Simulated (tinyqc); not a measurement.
Finnis-Sinclair potential for a bcc metal: fit to cohesion and elasticity, then vacancy, surfaces and structure: one step, computed by the program tinyqc.

E = (1/2) sum V(r) - A sqrt(rho), rho = sum phi(r), phi = (r - d)^2 for r < d, V = (r - c)^2 (c0 + c1 r + c2 r^2) for r < c. In bcc the 8 first neighbours lie at sqrt(3) a/2 and the 6 second at a; both cut-offs lie below the third shell; Omega = a^3/2; E is per atom and z the number of atoms in a shell. The four constants A, c0, c1, c2 are fitted to E_c, zero pressure, B and C12 - C44 alone, so C44 and C11 - C12 are not matched singly; defects are unrelaxed.

Problem. Unrelaxed vacancy. E_v = -A sum_shells z [sqrt(rho - phi(r)) - sqrt(rho)] - (1/2) sum z V(r): the neighbours lose one bond each, and the atom is put back in the bulk.

Inputs (values chosen for the exercise, modelled on tantalum):

| quantity | value | unit |
|---|---|---|
| lattice constant a | 3.306 | angstrom |
| cohesive energy E_c | 8.14 | eV |
| density cut-off d/a | 1.258 | - |
| pair cut-off c/a | 1.261 | - |

c0, c1, c2 (eV/angstrom^2, eV/angstrom^3, eV/angstrom^4): 2.595212  -0.973505  0.072571

A = 2.670666 eV/angstrom

rho = 17.79931 angstrom^2

Give: V at the two shells; phi at the two shells; vacancy energy E_v; E_v/E_c.

Solution.

V at the two shells (eV): 0.6869  0.1266

phi at the two shells (angstrom^2): 1.679  0.728

vacancy energy E_v = 2.626 eV

E_v/E_c = 0.3226

A pair potential would give E_v = E_c; the square root lowers the ratio to 0.32.
